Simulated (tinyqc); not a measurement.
G0W0 on RHF in the 3-21g basis, for H3+, spin multiplicity 1, step by step. One step of it, computed by the program tinyqc.

Question. Screening: direct RPA. With D = e_a - e_i and K = (ia|jb): diagonalise D^(1/2) (D + 4K) D^(1/2) = Z w^2 Z^T; X + Y = D^(1/2) Z w^(-1/2), each column of Z with its largest component positive (the first on a tie); E_c = (sum w - tr (D + 2K)) / 2.

orbital energies (hartree): MO1 -1.110777, MO2 -0.210077, MO3 -0.209867, MO4 0.572849, MO5 0.831320, MO6 0.831674

Two-electron integrals over orbitals (pq|rs), unique and non-zero (hartree):
```
(11|11) 0.603588    (21|11) -0.000015   (21|21) 0.102185    (22|11) 0.469334
(22|21) 0.012776    (22|22) 0.448735    (31|11) 0.000056    (31|22) -0.046908
(31|31) 0.102146    (32|21) -0.046940   (32|22) -0.000008   (32|31) -0.012768
(32|32) 0.038522    (33|11) 0.469305    (33|21) -0.012776   (33|22) 0.371703
(33|31) 0.046909    (33|32) 0.000008    (33|33) 0.448650    (41|11) 0.122332
(41|21) -0.000009   (41|22) 0.062380    (41|31) 0.000035    (41|33) 0.062365
(41|41) 0.068635    (42|11) -0.000014   (42|21) 0.001917    (42|22) 0.000107
(42|32) -0.000411   (42|33) -0.000117   (42|41) -0.000010   (42|42) 0.032743
(43|11) 0.000050    (43|22) -0.000383   (43|31) 0.001882    (43|32) -0.000109
(43|33) 0.000421    (43|41) 0.000038    (43|43) 0.032764    (44|11) 0.476575
(44|21) -0.000023   (44|22) 0.397830    (44|31) 0.000084    (44|32) 1.33e-08
(44|33) 0.397863    (44|41) 0.072957    (44|42) -0.000007   (44|43) 0.000025
(44|44) 0.410266    (51|11) 3.04e-06    (51|21) -0.070903   (51|22) -0.009458
(51|31) 9.04e-07    (51|32) 0.034725    (51|33) 0.009446    (51|41) 0.000006
(51|42) -0.033879   (51|43) 4.29e-07    (51|44) 0.000010    (51|51) 0.084772
(52|11) -0.138367   (52|21) -0.009413   (52|22) -0.092127   (52|31) 0.034559
(52|32) 3.05e-06    (52|33) -0.064179   (52|41) -0.065284   (52|42) -0.004237
(52|43) 0.015552    (52|44) -0.085748   (52|51) 0.010769    (52|52) 0.096328
(53|11) 1.77e-06    (53|21) 0.034565    (53|22) 3.69e-06    (53|31) 0.009403
(53|32) -0.013952   (53|33) -1.69e-06   (53|41) 8.28e-07    (53|42) 0.015575
(53|43) 0.004235    (53|44) 1.09e-06    (53|51) -0.039519   (53|52) -0.000007
(53|53) 0.025467    (54|11) 0.000014    (54|21) -0.094663   (54|22) -0.012224
(54|31) 1.20e-06    (54|32) 0.044905    (54|33) 0.012222    (54|41) 0.000010
(54|42) -0.008701   (54|43) 1.09e-07    (54|44) 0.000023    (54|51) 0.077039
(54|52) 0.010171    (54|53) -0.037341   (54|54) 0.103640    (55|11) 0.544845
(55|21) 0.019158    (55|22) 0.482217    (55|31) -0.070276   (55|32) -0.000018
(55|33) 0.397635    (55|41) 0.115282    (55|42) 0.005006    (55|43) -0.018364
(55|44) 0.448944    (55|51) -0.018942   (55|52) -0.160718   (55|53) 0.000016
(55|54) -0.021237   (55|55) 0.595154    (61|11) -0.000011   (61|21) -9.12e-07
(61|22) 0.034752    (61|31) -0.070908   (61|32) 0.009453    (61|33) -0.034709
(61|41) -0.000023   (61|42) -4.38e-07   (61|43) -0.033874   (61|44) -0.000038
(61|52) -0.039552   (61|53) -0.010755   (61|54) 1.23e-08    (61|55) 0.069532
(61|61) 0.084816    (62|11) -1.78e-06   (62|21) 0.034613    (62|22) 1.69e-06
(62|31) 0.009416    (62|32) -0.013981   (62|33) -3.70e-06   (62|41) -8.44e-07
(62|42) 0.015587    (62|43) 0.004239    (62|44) -1.11e-06   (62|51) -0.039565
(62|52) -0.000005   (62|53) 0.023733    (62|54) -0.037391   (62|55) 0.000013
(62|61) -0.010767   (62|62) 0.025512    (63|11) -0.138378   (63|21) 0.009418
(63|22) -0.064196   (63|31) -0.034577   (63|32) -3.05e-06   (63|33) -0.092075
(63|41) -0.065304   (63|42) 0.004245    (63|43) -0.015581   (63|44) -0.085784
(63|51) -0.010758   (63|52) 0.047129    (63|53) 0.000005    (63|54) -0.010172
(63|55) -0.094094   (63|61) 0.039512    (63|62) 0.000007    (63|63) 0.096291
(64|11) -0.000050   (64|21) -1.22e-06   (64|22) 0.044906    (64|31) -0.094669
(64|32) 0.012222    (64|33) -0.044898   (64|41) -0.000037   (64|42) -1.14e-07
(64|43) -0.008692   (64|44) -0.000083   (64|51) 1.23e-08    (64|52) -0.037366
(64|53) -0.010165   (64|54) 2.44e-08    (64|55) 0.077951    (64|61) 0.077101
(64|62) -0.010179   (64|63) 0.037372    (64|64) 0.103708    (65|11) 9.12e-09
(65|21) -0.070378   (65|22) -0.000015   (65|31) -0.019129   (65|32) 0.042305
(65|33) 0.000015    (65|41) 1.37e-08    (65|42) -0.018428   (65|43) -0.005009
(65|44) 3.16e-08    (65|51) 0.069547    (65|52) 0.000013    (65|53) -0.033319
(65|54) 0.078000    (65|55) -0.000041   (65|61) 0.018918    (65|62) -0.033365
(65|63) -0.000013   (65|64) 0.021217    (65|65) 0.072359    (66|11) 0.544977
(66|21) -0.019157   (66|22) 0.397747    (66|31) 0.070271    (66|32) 0.000018
(66|33) 0.482162    (66|41) 0.115369    (66|42) -0.005027   (66|43) 0.018439
(66|44) 0.449107    (66|51) 0.018922    (66|52) -0.094156   (66|53) -0.000013
(66|54) 0.021230    (66|55) 0.450745    (66|61) -0.069458   (66|62) -0.000016
(66|63) -0.160712   (66|64) -0.077928   (66|65) 0.000041    (66|66) 0.595218
```

Give: D^(1/2) (D + 4K) D^(1/2); excitation energies w; X + Y; RPA correlation energy.

Answer.

D^(1/2) (D + 4K) D^(1/2) (hartree^2), order 1>2, 1>3, 1>4, 1>5, 1>6:
$$\begin{pmatrix}
1.1794 & 0.0000 & 0.0000 & -0.3751 & 0.0000 \\
0.0000 & 1.1797 & 0.0002 & 0.0000 & -0.3752 \\
0.0000 & 0.0002 & 3.2968 & 0.0000 & -0.0002 \\
-0.3751 & 0.0000 & 0.0000 & 4.4303 & 0.0000 \\
0.0000 & -0.3752 & -0.0002 & 0.0000 & 4.4321
\end{pmatrix}$$

excitation energies w (hartree): [1.0662, 1.0663, 1.8157, 2.1149, 2.1154]

X + Y, order 1>2, 1>3, 1>4, 1>5, 1>6:
$$\begin{pmatrix}
0.9132 & 0.0000 & 0.0000 & -0.0738 & 0.0000 \\
0.0000 & 0.9133 & 0.0000 & 0.0000 & -0.0738 \\
0.0000 & -0.0001 & 0.9629 & 0.0000 & -0.0001 \\
0.1527 & 0.0000 & 0.0000 & 0.9521 & 0.0000 \\
0.0000 & 0.1527 & 0.0002 & 0.0000 & 0.9521
\end{pmatrix}$$

RPA correlation energy = -0.038191 hartree
